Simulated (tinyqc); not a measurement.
Inside a calculation. Model: input admittance of a MOSFET at zero drain bias: distributed channel and distributed gate.

Numbers from tinyqc (`OMP_NUM_THREADS=1 python tinyqc.py 2262127 2262128 out.jsonl`; about 0.01 s on one thread of a shared Intel Xeon 2.30GHz). Printed values are rounded.

Source and drain grounded, strong inversion, w = 2 pi f, Cox = eps0 eox/tox. The channel is an RC line of resistance 1/(mu Cox Vo) per square fed from both ends, so one finger has the intrinsic admittance y = i w Cox L tanh(g)/g per width, g = (1/2) sqrt(i w tau), tau = L^2/(mu Vo). The vertical resistance rv/L is in series with y, the overlaps 2 i w Cov in parallel: y_t = 1/(1/y + rv/L) + 2 i w Cov. The gate strip is a line of Rsh/L per length loaded by y_t, so a finger has Y = y_t Wf tanh(k)/k, k = (Wf/sd) sqrt(y_t Rsh/L); the device has Nf Y.

Values chosen for this exercise; values of the order met in silicon radio-frequency transistors: relative permittivity of the gate insulator (close to zirconium oxide) eox = 25.7; insulator thickness tox = 12 nm; channel length L = 0.073 um; finger width Wf = 1.4 um; number of fingers Nf = 16; channel mobility mu = 350 cm^2/(V s); gate overdrive Vo = 0.67 V; sheet resistance of the gate Rsh = 7.7 ohm/square; vertical resistivity of the gate stack rv = 0 ohm um^2; number of ends at which a finger is contacted sd = 2; overlap and fringe capacitance on each side Cov = 0.16 fF/um; frequency f = 25 GHz.

Constants: eps0 = 8.8541878128e-14 F/cm where lengths are in cm. Results are converted to the units shown.

## Low-frequency resistances and capacitance

Low-frequency limits, with c = Cox L and ct = c + 2 Cov: R_strip = Rsh Wf/(3 sd^2 L Nf), R_ch = (c/ct)^2 L/(12 mu Cox Vo Wf Nf), R_vert = (c/ct)^2 rv/(L Wf Nf), C = ct Wf Nf.

parts (ohm): strip 0.769121, channel 0.402917, vertical 0
sum = 1.17204 ohm
C = 38.1758 fF
1/(2 pi R C) = 3557.05 GHz

The strip term is the largest, 65.6 % of the sum.

## Admittance of the channel and stack per width

tau, g, c = Cox L, y and y_t as defined.

tau = 0.227249 ps
g = 0.0667984+0.0667984i
c = 1.38428 fF/um
y = 0.647+217.440i uS/um
y_t = 0.647+267.705i uS/um

w tau = 0.0357, and Im y is 1.00 of w c.

## Input impedance of the device

k and Y as defined; Z = 1/(Nf Y) = R + 1/(i w C); Q = |Im Z|/R; signal at the point farthest from a contact |1/cosh k|.

k = 0.0832760+0.0830751i
Nf Y = 0.04214+5.99631i mS
R = 1.17204 ohm
C = 38.1756 fF
Q = 142.283
signal at the far point = 0.999967

R is within 0.01 % of its low-frequency limit and C is within 0.01 % of its own.
